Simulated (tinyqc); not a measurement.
The same layer on three faces: band edges of strained Si(1-x)Ge(x) on relaxed Si(1-y)Ge(y).

Values are linear in the Ge fraction but for ED(x) = linear - CD x (1 - x) and a(x) = linear - Ca x (1 - x). Energies are on the common scale of Ev.

Coherent growth: e_par = (a(y) - a(x))/a(x). (001): e_perp = -2 (C12/C11) e_par; exx = eyy = e_par, ezz = e_perp, no shear. (111): e_perp = -(2 C11 + 4 C12 - 4 C44)/(C11 + 2 C12 + 4 C44) e_par; exx = eyy = ezz = (2 e_par + e_perp)/3 and exy = eyz = ezx = (e_perp - e_par)/3. (110): e_perp = -(C11 + 3 C12 - 2 C44)/(C11 + C12 + 2 C44) e_par; exx = eyy = (e_par + e_perp)/2, ezz = e_par, exy = (e_perp - e_par)/2, eyz = ezx = 0.

A valley with unit axis u lies at Ev + gap + (av + a_valley) tr(e) + Xu (u.e.u - tr(e)/3); the Delta axes are x, y, z and the L axes [111], [1-1-1], [-11-1], [-1-11]. The second-order shift of the Delta valleys under shear is left out; it lowers the pair normal to the sheared plane by tens of meV at a shear of 1 %.

Valence edges: Ev plus the levels of the 6 x 6 matrix of X, Y, Z times spin with -Dso/3 + l exx + m (eyy + ezz) on the diagonal (cyclic), n exy off it, l = av + 2 b, m = av - b, n = sqrt(3) d. Spin-orbit term (Dso/3) L.sigma on X, Y, Z with (L_k)_ij = -i epsilon_kij: <X+|H|Y+> = -i Dso/3, <X+|H|Z-> = Dso/3, <Y+|H|Z-> = -i Dso/3, <Z+|H|X-> = -Dso/3, <Z+|H|Y-> = i Dso/3, <X-|H|Y-> = i Dso/3, and their conjugates; + and - are the spin along z.

Parameters, chosen for this exercise (end members near Si and Ge, in this order; the results hold for these values, not for the real material): a = (5.431, 5.66) angstrom (lattice constant); Dso = (0.044, 0.29) eV (spin-orbit splitting); av = (2.43, 1.25) eV (valence hydrostatic potential); b = (-2.1, -2.57) eV (tetragonal shear potential); d = (-4.79, -5.26) eV (trigonal shear potential); C11 = (167.4, 128.5) GPa; C12 = (64.8, 49) GPa; C44 = (79.7, 66.9) GPa; Ev = (0, 0.72) eV (top of the unstrained valence band); ED = (1.168, 0.919) eV (gap to the Delta valleys); EL = (1.977, 0.727) eV (gap to the L valleys); aD = (1.73, 1.2) eV (hydrostatic potential of the Delta gap); aL = (-3.01, -2.62) eV (hydrostatic potential of the L gap); XuD = (8.8, 9.74) eV (uniaxial potential, Delta); XuL = (15.93, 14.88) eV (uniaxial potential, L); CD = 0.183 eV (bowing of the Delta gap); Ca = 0 angstrom (bowing of the lattice constant); x = 0.33 (Ge fraction of the layer); y = 0 (Ge fraction of the relaxed buffer).

dEc = Ec(buffer) - Ec(layer), dEv = Ev(layer) - Ev(buffer); buffer edges Ev(y) and Ev(y) + min(ED, EL). The digit behind Delta or L counts whole valleys.

Results:
```
face   e_par (%)  lowest valleys  gap (eV)  next valleys above (meV)  valence splitting (meV)  dEc (eV)  dEv (eV)  Delta spread (meV)  L spread (meV)
(001)      -1.37          Delta4     0.891                       221                       60     0.019     0.258                 221               0
(111)      -1.37          Delta6     0.956                       547                       60    -0.037     0.249                   0             271
(110)      -1.37          Delta2     0.894                        94                       63     0.022     0.253                  94             214
```

On (001) only the Delta valleys split (221 meV), on (111) only the L valleys (271 meV), on (110) both (94 and 214 meV). The lowest valleys are Delta4 on (001), Delta6 on (111) and Delta2 on (110); the smallest gap is 0.891 eV on (001) and the largest 0.956 eV on (111).

Computed by tinyqc, a small Python program: `OMP_NUM_THREADS=1 python tinyqc.py 1051086 1051087 out.jsonl` (the numbers bound the seed that draws the inputs); one thread of a shared host (Intel(R) Xeon(R) Processor @ 2.30GHz), about 0.02 s for the whole set of steps.
